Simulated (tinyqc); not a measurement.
Worked calculation: velocity overshoot from momentum and energy balance equations after a field step. Computed by tinyqc, a small Python program that keeps every step. Command: `OMP_NUM_THREADS=1 python tinyqc.py 3003135 3003136 out.jsonl overshoot walk`. One thread of a shared host (Intel(R) Xeon(R) Processor @ 2.30GHz), about 0.07 s of CPU time with the checks. Intermediate numbers are printed to about 6 digits and carried at full precision; extremes and crossings named in words are read from the listed rows.

At t = 0 the field jumps from 0 to F in a uniform sample. v is the drift velocity and u = w - (3/2) k_B T the excess energy per carrier.

Inputs (values chosen for the exercise, modelled on holes in silicon except for tau_E):

| quantity | value | unit |
|---|---|---|
| effective mass m | 0.4 | m_0 |
| low-field mobility mu_0 | 470 | cm^2/(V s) |
| saturation velocity v_s | 0.85 | 1e7 cm/s |
| energy relaxation time tau_E | 0.99 | ps |
| field after the step F | 140 | kV/cm |
| lattice temperature T | 300 | K |
| time step dt | 1.4 | fs |

Scheme: explicit Euler.

Constants: m_0 = 9.1093837015e-31 kg; e = 1.602176634e-19 C; k_B = 8.617333262e-05 eV/K.

## Constants and steady state

dv/dt = e F/m - v/tau_m(u), du/dt = e F v - u/tau_E, tau_m(u) = tau_0/(1 + c u), tau_0 = m mu_0/e, c = mu_0/(e tau_E v_s^2); this choice gives the steady state v (1 + mu_0 F v/v_s^2) = mu_0 F, which saturates at v_s. Steady velocity v = 2 mu_0 F/(1 + sqrt(1 + 4 (mu_0 F/v_s)^2)); u = e F v tau_E; carrier temperature T + 2u/(3 k_B), neglecting the drift energy m v^2/2.

tau_0 = 106.890 fs

c = 6.57090 1/eV

acceleration e F/m = 0.0615587 1e7 cm/s per fs

steady velocity = 0.796870 1e7 cm/s

steady excess energy = 1.10446 eV

steady carrier temperature = 8844.50 K

tau_E/tau_0 = 9.26, and in the steady state tau_m has shrunk to 12.9 fs. Caution: the excess energy exceeds 0.5 eV, where non-parabolicity, upper valleys and impact ionisation matter.

## First four steps

dv/dt = e F/m - v/tau_m(u), du/dt = e F v - u/tau_E, tau_m(u) = tau_0/(1 + c u), tau_0 = m mu_0/e, c = mu_0/(e tau_E v_s^2); this choice gives the steady state v (1 + mu_0 F v/v_s^2) = mu_0 F, which saturates at v_s. Step: v_new = v + dt (e F/m - v/tau_m(u)), u_new = u + dt (e F v - u/tau_E). Start v = u = 0; the distance adds dt (v + v_new)/2.

Steps:

| step | t (fs) | v (1e7 cm/s) | u (eV) | tau_m (fs) |
|---|---|---|---|---|
| 1 | 1.4 | 0.086182 | 0.00000000 | 106.890 |
| 2 | 2.8 | 0.171236 | 0.00016892 | 106.771 |
| 3 | 4.2 | 0.255172 | 0.00050430 | 106.537 |
| 4 | 5.6 | 0.338001 | 0.00100372 | 106.189 |

After the first step u is still 0, below the drift energy m v^2/2, because the explicit scheme uses the old v: an error of the finite time step.

## The whole transient

Run to 8 times the larger of tau_E and tau_0, but at most 20001 steps, and stop early if |v| > 1000 v_s or u < -1/(2c); the run is accepted if the last v is within 0.5 % of the steady value.

Selected steps, the peak among them:

| step | t (fs) | v (1e7 cm/s) | u (eV) | distance (nm) |
|---|---|---|---|---|
| 1 | 1.40000e+00 | 0.08618 | 0 | 6.03275e-03 |
| 3 | 4.20000e+00 | 0.25517 | 5.04300e-04 | 5.39006e-02 |
| 7 | 9.80000e+00 | 0.57987 | 3.46228e-03 | 2.88485e-01 |
| 14 | 1.96000e+01 | 1.10495 | 1.44932e-02 | 1.11854e+00 |
| 27 | 3.78000e+01 | 1.91673 | 5.21241e-02 | 3.90293e+00 |
| 53 | 7.42000e+01 | 2.74653 | 1.71011e-01 | 1.27314e+01 |
| 61 | 8.54000e+01 | 2.78492 | 2.12315e-01 | 1.58372e+01 |
| 104 | 1.45600e+02 | 2.16062 | 4.07163e-01 | 3.10712e+01 |
| 203 | 2.84200e+02 | 1.30459 | 6.44631e-01 | 5.33797e+01 |
| 396 | 5.54400e+02 | 0.99973 | 8.58568e-01 | 8.35530e+01 |
| 770 | 1.07800e+03 | 0.85544 | 1.02081e+00 | 1.31205e+02 |
| 1497 | 2.09580e+03 | 0.80440 | 1.09299e+00 | 2.14804e+02 |
| 2910 | 4.07400e+03 | 0.79704 | 1.10421e+00 | 3.72821e+02 |
| 5658 | 7.92120e+03 | 0.79687 | 1.10446e+00 | 6.79402e+02 |

peak velocity = 2.78492 1e7 cm/s

time of the peak = 85.4 fs

distance at the peak = 15.8372 nm

last relative deviation from the steady velocity = 1.27027e-07

peak over steady velocity = 3.49483

The velocity overshoots to 3.49 times its steady value: momentum follows the field within tau_m while the energy, and with it the scattering rate, builds up over tau_E. A channel shorter than a few times 16 nm would see this.

## Error of the time step

The peak velocity is recomputed with dt/2 and dt/4 and by an adaptive Runge-Kutta method (tolerance 1e-9).

Peak velocity:

| step | v_peak (1e7 cm/s) | error (%) |
|---|---|---|
| dt | 2.78492 | 1.06909 |
| dt/2 | 2.77012 | 0.53195 |
| dt/4 | 2.76277 | 0.26495 |
| adaptive | 2.75547 | 0.00000 |

The explicit scheme puts the peak 1.07 % too high; halving dt divides the error by 2.01, as a first-order method should.

Checks made by the program: peak at dt/4 against the adaptive solution (relative difference 3e-03).
